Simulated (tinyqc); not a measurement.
# Hot electrons in a saturated n-channel MOSFET, lucky-electron model: what changes with what

Beyond pinch-off the lateral field grows as Esat cosh(y/l) over the velocity-saturated region (pseudo-two-dimensional model). Impact ionisation in this region gives the substrate current, which biases the body forward through Rsub. Currents are per width. Local-field laws: they overstate ionisation when the field peak is narrower than an energy relaxation length.

Inputs (values chosen for the exercise); values close to those of silicon n-channel devices:
```
symbol,value,unit,meaning
L,0.25,um,channel length
tox,5.5,nm,oxide thickness
xj,72,nm,junction depth
VT,0.79,V,threshold
mu,400,cm^2/(V s),effective mobility
vs,8.8e6,cm/s,saturation velocity
Ai,2e6,1/cm,ionisation prefactor
Bi,1.79,MV/cm,ionisation field
Rd,400,ohm um,resistance of the lightly doped drain
Rsub,2900,ohm um,substrate resistance
kb,0.27,,fall of VT per volt of forward body bias
m,3.1,,lifetime exponent
Hl,2100,s uA/um,lifetime constant
Vd,2,V,drain voltage
Vg,1.4,V,gate voltage
```

Constants: eps0 = 8.8541878128e-14 F/cm where lengths are in cm. Results are converted to the units shown.

Each table varies one quantity; the others keep the values above.

## Effect of the resistance of the lightly doped drain

Cox = 3.9 eps0/tox, l = sqrt(3 tox xj), Esat = 2 vs/mu. Overdrive g = Vg - VT + kb Vb; Vdsat = g Esat L/(g + Esat L); Id = Cox vs (g - Vdsat); dV = Vd - Id Rd - Vdsat; Em = sqrt((dV/l)^2 + Esat^2); Isub = Id (Ai/Bi) l Em exp(-Bi/Em). Vb = Rsub Isub is solved self-consistently. Lifetime tau = (Hl/Id)(Isub/Id)^(-m); 1 year = 3.15576e7 s.

Effect of the resistance of the lightly doped drain:
```
Rd (ohm um),Id (uA/um),Em (MV/cm),Isub (uA/um),Isub/Id,tau (years)
0,121.4,0.4680,4.778,0.03935,0.01243
150,121.4,0.4628,4.522,0.03726,0.01473
300,121.3,0.4576,4.276,0.03525,0.01751
500,121.2,0.4506,3.961,0.03267,0.02216
800,121.1,0.4402,3.518,0.02905,0.03193
1200,121.0,0.4263,2.981,0.02464,0.05324
1600,120.9,0.4124,2.502,0.02070,0.09144
```

As Rd goes from 0 to 1600 ohm um, Em falls from 0.468 to 0.412 MV/cm, Isub falls from 4.78 to 2.50 uA/um and tau rises from 0.0124 to 0.0914 years. From the first row to the last, log10(tau) changes by 0.87: 0.86 from (Isub/Id)^(-m), which holds Em and l, and under 0.005 from 1/Id. The price is 0.193 V dropped over Rd in the last row.

## Effect of the drain voltage

Same model as above.

Result of one run:
```
Vd (V),Id (uA/um),Em (MV/cm),Isub (uA/um),Isub/Id,tau (years)
1.49,120.3,0.3076,0.4234,0.003518,22.34
```

What becomes of these results when the drain voltage Vd is changed from 1.49 to 1.91 V, all else the same?

Result of the changed run:
```
Vd (V),Id (uA/um),Em (MV/cm),Isub (uA/um),Isub/Id,tau (years)
1.91,121.0,0.4282,3.053,0.02523,0.04946
```

The whole series:
```
Vd (V),Id (uA/um),Em (MV/cm),Isub (uA/um),Isub/Id,tau (years)
1.2,120.2,0.2247,0.03611,3.003e-4,4.599e4
1.34,120.3,0.2646,0.1415,0.001177,666.4
1.49,120.3,0.3076,0.4234,0.003518,22.34
1.63,120.5,0.3478,0.9387,0.007793,1.897
1.77,120.7,0.3880,1.789,0.01482,0.2580
1.91,121.0,0.4282,3.053,0.02523,0.04946
2.06,121.5,0.4713,4.943,0.04069,0.01120
2.2,122.1,0.5115,7.264,0.05951,0.003430
```

As Vd goes from 1.2 to 2.2 V, Em rises from 0.225 to 0.511 MV/cm, Isub rises from 0.0361 to 7.26 uA/um and tau falls from 46000 to 0.00343 years. The slope of ln(tau) against 1/Vd is 48.6 V between the first two rows and 38.3 V between the last two; ten years are last met at Vd = 1.49 V among the rows. At Vd = 1.2 V tau is a far extrapolation that only says that hot carriers are no limit.

## Effect of the channel length

Same model as above.

Result of one run:
```
L (um),Id (uA/um),Em (MV/cm),Isub (uA/um),Isub/Id,tau (years)
1,41.130,0.42219,0.96363,0.023429,0.18312
```

What becomes of these results when the channel length L is changed from 1 to 0.12 um, all else the same?

Result of the changed run:
```
L (um),Id (uA/um),Em (MV/cm),Isub (uA/um),Isub/Id,tau (years)
0.12,183.38,0.47850,8.0204,0.043736,0.0059314
```

The whole series:
```
L (um),Id (uA/um),Em (MV/cm),Isub (uA/um),Isub/Id,tau (years)
0.12,183.38,0.47850,8.0204,0.043736,0.0059314
0.18,148.30,0.46475,5.6397,0.038029,0.011314
0.25,121.27,0.45409,4.1164,0.033944,0.019679
0.35,96.238,0.44417,2.9260,0.030403,0.034890
0.5,73.500,0.43512,2.0131,0.027390,0.063141
0.71,55.238,0.42783,1.3869,0.025108,0.11002
1,41.130,0.42219,0.96363,0.023429,0.18312
```

As L goes from 0.12 to 1 um, Em falls from 0.479 to 0.422 MV/cm, Isub falls from 8.02 to 0.964 uA/um and tau rises from 0.00593 to 0.183 years. From the first row to the last, log10(tau) changes by 1.5: 0.84 from (Isub/Id)^(-m), which holds Em and l, and 0.65 from 1/Id. At L = 0.12 um the saturated region takes over 60 % of L, so using the full L in Vdsat is rough.

tinyqc, about 0.01 s, one thread, Intel Xeon 2.30GHz (shared host): `OMP_NUM_THREADS=1 python tinyqc.py 2550131 2550132 out.jsonl`
